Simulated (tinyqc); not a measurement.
Six-band Luttinger-Kohn model with strain, step by step. Values are carried at full precision from step to step, so a last printed digit may differ when a step is redone from the rounded ones.

Constants: hbar^2/2m0 = 3.80998211 eV angstrom^2.

Values chosen for the exercise (near those of Ge; the results hold for these values, not for the real material):
- C11 = 125.6 GPa
- C12 = 49.6 GPa
- C44 = 68.1 GPa
- load = biaxial (001) (kind of stress)
- X = 1.51 GPa (stress)
- Dso = 0.282 eV (spin-orbit splitting)
- g1 = 13.31 (Luttinger gamma1)
- g2 = 4.26 (gamma2)
- g3 = 5.67 (gamma3)
- av = 1.21 eV (valence hydrostatic potential)
- b = -2.57 eV (tetragonal shear potential)
- d = -5.15 eV (trigonal shear potential)
- k = (0.018, 0.03, 0.011) 1/angstrom (wave vector)
- kmax = 0.05 1/angstrom (end of the path)

## Strain from a biaxial (001) stress

s11 = (C11 + C12)/((C11 - C12)(C11 + 2 C12)), s12 = -C12/((C11 - C12)(C11 + 2 C12)), s44 = 1/C44; exx = s11 sxx + s12 (syy + szz) and cyclic, exy = s44 sxy/2; tension is positive. A uniaxial stress X along the unit vector n is s_ij = X n_i n_j. Here sxx = syy = X, all else zero.

s11, s12, s44 (1/TPa): 10.2547  -2.9032  14.6843

strain tensor:
```
          x         y          z
x  0.011101  0.000000   0.000000
y  0.000000  0.011101   0.000000
z  0.000000  0.000000  -0.008768
```

The volume changes by +1.343 %; there is no shear in the cubic axes, so d does not enter.

## The terms P, Q, R, S at one k

P = c g1 k^2 - av tr(e); Q = c g2 (kx^2 + ky^2 - 2 kz^2) - (b/2)(exx + eyy - 2 ezz); R = c sqrt3 [-g2 (kx^2 - ky^2) + 2i g3 kx ky] + (sqrt3/2) b (exx - eyy) - i d exy; S = 2 c sqrt3 g3 (kx - i ky) kz - d (exz - i eyz); c = hbar^2/2m0, e the strain tensor (not engineering shear).

Form the four terms.

Terms (eV):
```
term            from k  from strain
P              0.06821     -0.01626
Q              0.01594      0.05106
R     0.01619+0.04041i      0.00000
S     0.01482-0.02470i      0.00000
```

## The Hamiltonian

Six-band Luttinger-Kohn model in the basis |3/2,3/2>, |3/2,1/2>, |3/2,-1/2>, |3/2,-3/2>, |1/2,1/2>, |1/2,-1/2>, electron energies, zero at the top of the unstrained valence band. H = -[rows: (P+Q, -S, R, 0, -S/r2, r2 R); (-S*, P-Q, 0, R, -r2 Q, r32 S); (R*, 0, P-Q, S, r32 S*, r2 Q); (0, R*, S*, P+Q, -r2 R*, -S*/r2); (-S*/r2, -r2 Q, r32 S, -r2 R, P+Dso, 0); (r2 R*, r32 S*, r2 Q, -S/r2, 0, P+Dso)], r2 = sqrt(2), r32 = sqrt(3/2). Levels are twofold.

Each term is the sum of its two parts.

H(k) (eV), lower triangle (Hermitian):
```
                  3/2,3/2          3/2,1/2         3/2,-1/2        3/2,-3/2  1/2,1/2  1/2,-1/2
3/2,3/2           -0.1190
3/2,1/2    0.0148+0.0247i           0.0150
3/2,-1/2  -0.0162+0.0404i                0           0.0150
3/2,-3/2                0  -0.0162+0.0404i  -0.0148-0.0247i         -0.1190
1/2,1/2    0.0105+0.0175i           0.0948  -0.0181+0.0302i  0.0229+0.0571i  -0.3340
1/2,-1/2  -0.0229+0.0571i  -0.0181-0.0302i          -0.0948  0.0105-0.0175i        0   -0.3340
```

## Levels and their make-up

Diagonalise H. The weights add +m and -m and are averaged over each pair; m is taken along z.

levels from the top, each twofold (eV): 0.0510  -0.1064  -0.3825

weights:
```
               top  second  third
|3/2,+-3/2>  0.053   0.871  0.076
|3/2,+-1/2>  0.897   0.031  0.072
|1/2,+-1/2>  0.050   0.098  0.853
```

The top pair is 90 % |3/2,+-1/2>, the second pair is 87 % |3/2,+-3/2> and the third pair is 85 % |1/2,+-1/2>.

## Band edges at k = 0
Diagonalise H at k = 0. The weights add +m and -m (m along z) and are averaged over each pair.

edges from the top (eV): 0.0823  -0.0348  -0.2807

weights at k = 0:
```
               top  second  third
|3/2,+-3/2>  0.000   1.000  0.000
|3/2,+-1/2>  0.959   0.000  0.041
|1/2,+-1/2>  0.041   0.000  0.959
```

The stress splits the top two pairs by 117.1 meV, 4.53 times kT at 300 K (25.85 meV); the third lies 363.0 meV below the top, against Dso = 282 meV without stress.

## The edges in closed form

With R = S = 0: P = -av tr(e), Q = -(b/2)(exx + eyy - 2 ezz), W = sqrt(Dso^2 + 2 Dso Q + 9 Q^2); E(HH) = -P - Q, E(LH) and E(SO) = -P + (Q - Dso +/- W)/2. Without the coupling to the split-off band E(LH) = -P + Q.

P = -0.01626 eV
Q = 0.05106 eV
W = 0.36303 eV

E(HH), E(LH), E(SO) (eV): -0.0348  0.0823  -0.2807

E(LH) without the coupling = 0.0673 eV

The light-hole edge is on top. The coupling raises the light-hole edge by 15.0 meV; to lowest order it is 2 Q^2/Dso = 18.5 meV, with |Q|/Dso = 0.18.

## Polarisation of the edge transitions

In the basis X, Y, Z times spin, H(k = 0) has -Dso/3 + l exx + m (eyy + ezz) on the diagonal (cyclic) and n exy off it, l = av + 2 b, m = av - b, n = sqrt(3) d. Spin-orbit term (Dso/3) L.sigma on X, Y, Z with (L_k)_ij = -i epsilon_kij: <X+|H|Y+> = -i Dso/3, <X+|H|Z-> = Dso/3, <Y+|H|Z-> = -i Dso/3, <Z+|H|X-> = -Dso/3, <Z+|H|Y-> = i Dso/3, <X-|H|Y-> = i Dso/3, and their conjugates; + and - are the spin along z. The strength of a transition to an s-like conduction level for light polarised along the unit vector u is the weight of the orbital ux X + uy Y + uz Z in the valence state, summed over spin and averaged over the pair.

strain block of X, Y, Z (eV), lower triangle:
```
          X         Y        Z
X  -0.03481
Y         0  -0.03481
Z         0         0  0.11838
```

Relative strengths:
```
polarisation    top  second  third
[100]         0.080   0.500  0.420
[010]         0.080   0.500  0.420
[001]         0.840   0.000  0.160
[110]         0.080   0.500  0.420
[1-10]        0.080   0.500  0.420
[111]         0.333   0.333  0.333
```

The top pair is strongest for light along [001] (0.840) and weakest along [100], [010], [110] and [1-10] (0.080); without strain every direction has 1/3 on average over the fourfold top. For each polarisation the three pairs add up to 1.

## Hole masses at the edges

Curvature at k = 0: m/m0 = -2 c h^2/(E(h u) + E(-h u) - 2 E(0)) with h = 0.0002 1/angstrom along the unit vector u.

Hole masses (m0):
```
direction    top  second  third
[110]      0.146   0.057  0.064
[1-10]     0.146   0.057  0.064
[100]      0.146   0.057  0.064
[001]      0.038   0.209  0.113
```

Of the directions listed, the top pair is lightest along [001] (0.038) and heaviest along [110], [1-10] and [100] (0.146). These masses hold only for hole energies well below the splitting of 117 meV.

## Bands along [100] and [001]

Six points from 0 to kmax in each direction.

Levels (eV):
```
direction  |k| (1/angstrom)      top   second    third  top, no stress  second, no stress
[100]                 0.000   0.0823  -0.0348  -0.2807          0.0000             0.0000
[100]                 0.010   0.0797  -0.0414  -0.2867         -0.0018            -0.0082
[100]                 0.020   0.0724  -0.0607  -0.3059         -0.0073            -0.0320
[100]                 0.030   0.0612  -0.0899  -0.3414         -0.0164            -0.0683
[100]                 0.040   0.0465  -0.1247  -0.3985         -0.0292            -0.1116
[100]                 0.050   0.0286  -0.1606  -0.4816         -0.0456            -0.1559
[001]                 0.000   0.0823  -0.0348  -0.2807          0.0000             0.0000
[001]                 0.010   0.0723  -0.0366  -0.2841         -0.0018            -0.0082
[001]                 0.020   0.0429  -0.0421  -0.2948         -0.0073            -0.0320
[001]                 0.030  -0.0044  -0.0512  -0.3145         -0.0164            -0.0683
[001]                 0.040  -0.0640  -0.0658  -0.3469         -0.0292            -0.1116
[001]                 0.050  -0.0804  -0.1336  -0.3995         -0.0456            -0.1559
```

## Checks

- Levels against the same model in the basis X, Y, Z times spin: they agree to 1e-10 or better.
- Closed-form edges against the diagonalisation: they agree to 1e-10 or better.

(tinyqc, `OMP_NUM_THREADS=1 python tinyqc.py 1051095 1051096 out.jsonl`, Intel(R) Xeon(R) Processor @ 2.30GHz, 1 thread, shared host, about 0.1 s.)
